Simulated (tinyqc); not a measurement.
CIS on RHF in the sto-6g basis, for HeH+, spin multiplicity 1, step by step. Computed by tinyqc, a small Python program that keeps every step (integrals from PySCF). Settings: charge = 1, multiplicity = 1, basis = sto-6g, method = RHF, energy threshold = 1e-10, iteration cap = 74, orthogonalisation = symmetric, start = atomic densities, DIIS depth = 6. Command: `OMP_NUM_THREADS=1 python tinyqc.py 22278 22279 out.jsonl` (the two numbers bound the seeds that draw the settings). One thread of a shared host (Intel(R) Xeon(R) Processor @ 2.60GHz), about 0.1 s of CPU time with the checks. The early iterations of the SCF are left out here.

## One-electron integrals

Geometry (angstrom):
```
atom       x       y       z
He    0.0000  0.0000  0.0000
H     0.0000  0.0000  1.0170
```

Basis sto-6g: exponents (1/bohr^2) and contraction coefficients of normalised primitives:
```
element  l (shell)  exponent  coefficient
He           s (1)   65.9846       0.0092
He           s (1)   12.0982       0.0494
He           s (1)    3.3846       0.1685
He           s (1)    1.1627       0.3706
He           s (1)    0.4515       0.4165
He           s (1)    0.1860       0.1303
H            s (1)   35.5232       0.0092
H            s (1)    6.5131       0.0494
H            s (1)    1.8221       0.1685
H            s (1)    0.6260       0.3706
H            s (1)    0.2431       0.4165
H            s (1)    0.1001       0.1303
```

Overlap, kinetic and nuclear-attraction integrals over the contracted functions; the nuclear repulsion is the sum of Za Zb / Rab.

nuclear repulsion = 1.040663 hartree

overlap S:
```
        1He 1s   2H 1s
1He 1s  1.0000  0.3829
2H 1s   0.3829  1.0000
```

kinetic energy T (hartree):
```
        1He 1s   2H 1s
1He 1s  1.4275  0.0753
2H 1s   0.0753  0.7685
```

nuclear attraction V (hartree):
```
         1He 1s    2H 1s
1He 1s  -3.8958  -1.0342
2H 1s   -1.0342  -2.2503
```

core Hamiltonian H = T + V (hartree):
```
         1He 1s    2H 1s
1He 1s  -2.4683  -0.9589
2H 1s   -0.9589  -1.4817
```

## Two-electron integrals

Functions are numbered as in S; the eight-fold symmetry (ij|kl) = (ji|kl) = (kl|ij) leaves the list below.

Two-electron integrals (ij|kl) in chemists' order, unique and non-zero (hartree):
```
(11|11) 1.0562   (21|11) 0.2949   (21|21) 0.1065   (22|11) 0.4893
(22|21) 0.2368   (22|22) 0.7750
```

## Orthogonalisation

S = U s U^T; symmetric (Loewdin) form X = U s^(-1/2) U^T, so that X^T S X = 1.

eigenvalues of S: 0.6171  1.3829

X:
```
         1He 1s    2H 1s
1He 1s   1.0617  -0.2113
2H 1s   -0.2113   1.0617
```

## Iteration 11 (converged): orbitals

converged F (hartree):
```
         1He 1s    2H 1s
1He 1s  -1.4534  -0.7302
2H 1s   -0.7302  -0.6442
```

Diagonalise F' = X^T F X, C = X C', fill 1 alpha and 1 beta electrons from the bottom; D = 2 C_occ C_occ^T. Each column has its largest component positive (the first on a tie).

F' = X^T F X (hartree):
```
         1        2
1  -1.3393  -0.3851
2  -0.3851  -0.4634
```

orbital energies (hartree): MO1 -1.4845, MO2 -0.3182

coefficients C:
```
           MO1      MO2
1He 1s  0.9188  -0.5723
2H 1s   0.1769   1.0679
```

D after iteration 11:
```
        1He 1s   2H 1s
1He 1s  1.6885  0.3251
2H 1s   0.3251  0.0626
```

## Convergence

Stop when the energy changes by less than 1e-10 hartree and every element of the error matrix X^T (F D S - S D F) X is below 3e-06.

Course of the cycle:
```
iteration  E (hartree)     change  largest element of the error matrix
1            -2.324670          -                             1.83e-01
2            -2.882923  -5.58e-01                             7.16e-02
3            -2.885246  -2.32e-03                             3.11e-02
4            -2.885450  -2.04e-04                             2.43e-02
5            -2.885537  -8.68e-05                             2.08e-02
6            -2.885586  -4.90e-05                             1.85e-02
7            -2.885617  -3.17e-05                             1.68e-02
8            -2.885770  -1.52e-04                             3.00e-04
9            -2.885770  -4.77e-08                             1.96e-05
10           -2.885770  -2.02e-10                             2.35e-06
11           -2.885770  -2.93e-12                             1.09e-07
```

PySCF RHF in the same basis = -2.885770 hartree

Converged in 11 iterations.

## Integrals over molecular orbitals

(pq|rs) = sum C_ip C_jq C_kr C_ls (ij|kl), one index at a time.

one-electron integrals over orbitals h = C^T H C (hartree):
```
         1        2
1  -2.4419   0.1742
2   0.1742  -1.3262
```

Two-electron integrals over orbitals (pq|rs), unique and non-zero (hartree):
```
(11|11) 0.9574    (21|11) -0.1742   (21|21) 0.1108    (22|11) 0.5594
(22|21) 0.0648    (22|22) 0.7496
```

## CIS matrix, singlets

A(ia,jb) = (e_a - e_i) d_ij d_ab + 2 (ia|jb) - (ij|ab).

CIS matrix A, singlet (hartree):
```
        1>2
1>2  0.8285
```

## CIS singlet states

dipole integrals <i|r|a> (bohr):
```
          x       y       z
1>2  0.0000  0.0000  0.6221
```

Diagonalise A (1 hartree = 27.211386 eV); each vector has its largest component positive (the first on a tie). The transition dipole is mu = sqrt2 sum c_ia <i|r|a>.

singlet excitation energies (eV): 22.5457

lowest vectors:
```
     state 1
1>2   1.0000
```

oscillator strengths 2/3 w |mu|^2: 0.4275

## CIS matrix, triplets

A(ia,jb) = (e_a - e_i) d_ij d_ab - (ij|ab).

CIS matrix A, triplet (hartree):
```
        1>2
1>2  0.6069
```

## CIS triplet states

Diagonalise A (1 hartree = 27.211386 eV); each vector has its largest component positive (the first on a tie).

triplet excitation energies (eV): 16.5157

lowest vectors:
```
     state 1
1>2   1.0000
```
